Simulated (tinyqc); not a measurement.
Worked calculation: pi bands of a honeycomb layer in tight binding. Values are carried at full precision from step to step, so a last printed digit may differ when a step is redone from the rounded ones.

Lattice vectors a (1,0) and a (1/2, sqrt3/2); f = exp(i ky a/sqrt3) + 2 cos(kx a/2) exp(-i ky a/(2 sqrt3)), w = |f|. H = [[D - t2 F, -t f], [., -D - t2 F]] with F = w^2 - 3, S = [[1, s0 f], [., 1]]; the levels solve det(H - E S) = 0. K = (4 pi/3a, 0), M = (pi/a, pi/(sqrt3 a)); w = 3, 1, 0 at Gamma, M, K.

Constants: hbar = 6.58211957e-16 eV s.

Inputs chosen for the exercise (of the size used for graphene; shifted at random, so the results belong to these values and not to a real crystal):
- a = 2.46 angstrom (lattice constant)
- t = 2.72 eV (nearest hopping)
- t2 = 0.2 eV (second-neighbour hopping)
- s0 = 0.042 (overlap of neighbours)
- D = 0 eV (+D on A, -D on B)
- k = (0.31, 0.57) 1/angstrom (wave vector)

## H and S at one k

Form f, w, F and the two matrices.

f = 2.39617-0.00708i
w = 2.39618
F = 2.74166

H (eV):
```
                 A                B
A          -0.5483  -6.5176+0.0193i
B  -6.5176-0.0193i          -0.5483
```

S:
```
                  A                 B
A           1.00000  0.10064-0.00030i
B  0.10064+0.00030i           1.00000
```

## The secular equation

det(H - E S) = 0 reads (e - E)^2 - D^2 - (t + s0 E)^2 w^2 = 0 with e = -t2 (w^2 - 3), that is c2 E^2 + 2 c1 E + c0 = 0 with c2 = 1 - s0^2 w^2, c1 = -(e + t s0 w^2), c0 = e^2 - D^2 - t^2 w^2.

c2, c1, c0: 0.9899  -0.1076  -42.1784

levels (eV): -6.4198  6.6372

## Levels at Gamma, M and K

Solve the quadratic (e - E)^2 - D^2 - (t + s0 E)^2 w^2 = 0 with e = -t2 (w^2 - 3), for w = 3, 1, 0.

Levels (eV):
```
point  w    lower   upper  difference
Gamma  3  -8.3126  7.9634     16.2760
M      1  -2.2265  3.2568      5.4833
K      0   0.6000  0.6000      0.0000
```

Measured from the middle of the levels at K (0.600 eV), the upper band reaches 7.363 eV and the lower -8.913 eV at Gamma: the lower band is the wider; overlap stretches the upper band and positive t2 the lower. In the real layer the upper band is the wider one. The saddle points at M give the absorption peak at 5.483 eV in this one-electron picture.

## Near K

w = (sqrt3/2) a q to first order in the distance q from K. Effective hopping t* = t + 3 t2 s0, hbar v = (sqrt3/2) a t*, v in m/s = hbar v x 1e-10/hbar.

hbar v = 5.8484 eV angstrom
v = 8.885e+05 m/s

## Checks

- Roots of the quadratic against the generalised eigenproblem: they agree to 1e-10 or better.

Program tinyqc; command `OMP_NUM_THREADS=1 python tinyqc.py 1452806 1452807 out.jsonl`; about 0.01 s on one thread of a shared Intel(R) Xeon(R) Processor @ 2.30GHz.
